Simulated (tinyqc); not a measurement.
# Trench capacitor in an array: capacitance, non-linearity, leakage and relaxation: charge lost after writing

A film between two metal electrodes, each interface adding a series capacitance ci. The small-signal permittivity is ek (1 + aq E^2); the field is found with the linear permittivity. Leakage J = J0 sinh(E/Ef). After a voltage step the film passes a relaxation current kr C V tt^(-nr), tt being the time in seconds. The sidewall is a coaxial capacitor with radii a = dm/2 - t and b = dm/2, depth AR dm; the end face is left out.

Planar film: Cf = eps0 ek/t, 1/C = 1/Cf + 2/ci, EOT = 3.9 eps0/C, effective permittivity C t/eps0, E = (V/t) C/Cf. A capacitor written for t0 and then left open loses, as a share of C V, kr (tt^(1 - nr) - t0^(1 - nr))/(1 - nr) by relaxation and J tt/(C V) by leakage; both are taken as small, and rows far outside that range are left out.

Values chosen for this exercise; permittivity of the order of that of silicon nitride: relative permittivity of the film ek = 7.34; film thickness t = 13 nm; capacitance of each electrode interface (dead layer and screening) ci = 1000 uF/cm^2; quadratic field coefficient of the permittivity aq = 0.0012 cm^2/MV^2; bias V = 0.9 V; exponent of the relaxation current nr = 0.922; strength of the relaxation kr = 0.00099; leakage prefactor J0 = 4.7e-11 A/cm^2; field for an e-fold rise of the leakage Ef = 0.38 MV/cm; duration of the write pulse t0 = 1e-8 s.

Constants: eps0 = 8.8541878128e-14 F/cm where lengths are in cm. Results are converted to the units shown.

The same in every row: leakage current (nA/cm^2) = 0.1412.

Result of one run:
```
relaxation current (nA/cm^2)  loss by relaxation (%)  loss by leakage (%)  total loss (%)
259.6                                         0.4389             3.142e-5          0.4389
```

Which time since the start of the write pulse tt gave this result: 1e-6, 0.0001, 0.001, 0.1 or 1 s?

tt = 0.001 s.

The whole series:
```
tt (s)  relaxation current (nA/cm^2)  loss by relaxation (%)  loss by leakage (%)  total loss (%)
1e-6                         1.515e5                  0.1304             3.142e-8          0.1304
1e-5                         1.813e4                  0.2154             3.142e-7          0.2154
0.0001                          2169                  0.3171             3.142e-6          0.3171
0.001                          259.6                  0.4389             3.142e-5          0.4389
0.01                           31.07                  0.5845             3.142e-4          0.5849
0.1                            3.718                  0.7589             0.003142          0.7620
1                             0.4450                  0.9676              0.03142          0.9990
10                           0.05325                   1.217               0.3142           1.531
100                         0.006373                   1.516                3.142           4.658
```

The two currents are equal at tt = 3.47 s. The loss by relaxation grows from 0.130 to 1.52 %, by 0.0850 points over the first decade and 0.299 over the last, while the loss by leakage grows tenfold a decade. Leakage is the larger loss for tt = 100 s.

Computed by the program tinyqc: `OMP_NUM_THREADS=1 python tinyqc.py 2102005 2102006 out.jsonl`, one thread of a shared Intel Xeon 2.30GHz, about 0.01 s for the whole run.
